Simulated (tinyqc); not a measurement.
Arrhenius fit: deep-level transient spectroscopy (DLTS) of one majority-carrier trap. Computed by tinyqc, a small Python program. Command: `OMP_NUM_THREADS=1 python tinyqc.py 3026202 3026203 out.jsonl dlts walk`. One thread of a shared host (Intel(R) Xeon(R) Processor @ 2.30GHz), about 0.06 s of CPU time with the checks.

A filling pulse loads the traps in a one-sided junction; under reverse bias they empty at the rate e, and the capacitance relaxes as C(t) = C_0 - dC exp(-e t). The signal is S = [C(t_2) - C(t_1)]/dC.

Inputs (values chosen for the exercise, for a model semiconductor):
```
quantity                    value  unit
density-of-states mass m    0.295   m_0
valleys M                       1     -
trap depth E_t              0.213    eV
cross-section sigma_0     3.5e-16  cm^2
degeneracy ratio g            0.5     -
gate time t_1               0.004     s
ratio t_2/t_1                   4     -
dielectric constant eps      10.7     -
mean field F               160000  V/cm
```

Carriers: electrons. Extra term: Poole-Frenkel lowering.

Constants: k_B = 8.617333262e-05 eV/K; k_B = 1.380649e-23 J/K; m_0 = 9.1093837015e-31 kg; h = 6.62607015e-34 J s; e = 1.602176634e-19 C; eps_0 = 8.8541878128e-12 F/m.

Method:
- e = g sigma v N_b exp(-E/k_B T), v = sqrt(3 k_B T/m), N_b = 2 M (2 pi m k_B T/h^2)^(3/2), sigma = sigma_0, E = E_t - dE with the one-dimensional Poole-Frenkel lowering dE = sqrt(e^3 F/(pi eps eps_0)), F being held as an input apart from the bias (the centre is charged when empty).
- S(e) = exp(-e t_1) - exp(-e t_2) peaks at the rate window e_0 = ln(t_2/t_1)/(t_2 - t_1).
- t_1 is scaled by 0.1, 0.3, 1, 3, 10 and 30 at fixed t_2/t_1; each T_p by bisection.
- Least squares of ln(e_0/T_p^2) on 1/(k_B T_p): slope -E_a, intercept ln(gamma sigma_a) with gamma = v N_b/T^2 = sqrt(3 k_B/m) 2 M (2 pi m k_B/h^2)^(3/2). For comparison, the slope of ln e_0 alone.

Arrhenius data:
```
t_1 (s)  e_0 (1/s)  T_p (K)  1/(k_B T_p) (1/eV)  ln(e_0/T_p^2)
0.0004     1155.25  98.4996             117.813       -2.12804
0.0012      385.08  92.2059             125.854       -3.09459
0.0040      115.52  86.1275             134.737       -4.16217
0.0120       38.51  81.2083             142.898       -5.14316
0.0400       11.55  76.3964             151.899       -6.22497
0.1200        3.85  72.4567             160.158       -7.21769
```

apparent depth E_a = 0.12019 eV

intercept = 12.032

gamma = 9.6066e+20 cm^-2 s^-1 K^-2

apparent cross-section = 1.7500e-16 cm^2

slope without T^2 = 0.13468 eV

The apparent depth is 0.1202 eV against E_t = 0.213 eV, and the apparent cross-section is 0.500 times sigma_0 (the degeneracy ratio): the field lowers the slope, so the depth must be extrapolated to zero field against sqrt(F). Leaving out the T^2 factor overstates the slope by 14 meV, about 2 k_B T_p.

Extremes, crossings and ranges named in words are read from the listed rows.
